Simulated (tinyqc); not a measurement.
Via and link resistance from two via chains.

Problem. A chain of 1000 vias joined by 1000 metal links has R = 1000 (Rv + Rlink), with Rlink proportional to the link length. Find Rv, Rlink for length L, and the value of Rv that the short chain would give if the links were ignored.

resistance of chains of 1000 links with link lengths L and 3 L (ohm): 22700  28100

Answer. R per link is a straight line in the link length; its intercept at zero length is Rv.

Rv = 20.0 ohm
Rlink = 2.70 ohm
Rv without correction = 22.7 ohm

Program tinyqc, `OMP_NUM_THREADS=1 python tinyqc.py 2750006 2750007 out.jsonl`; Intel Xeon 2.30GHz, shared host, one thread, about 0.01 s.
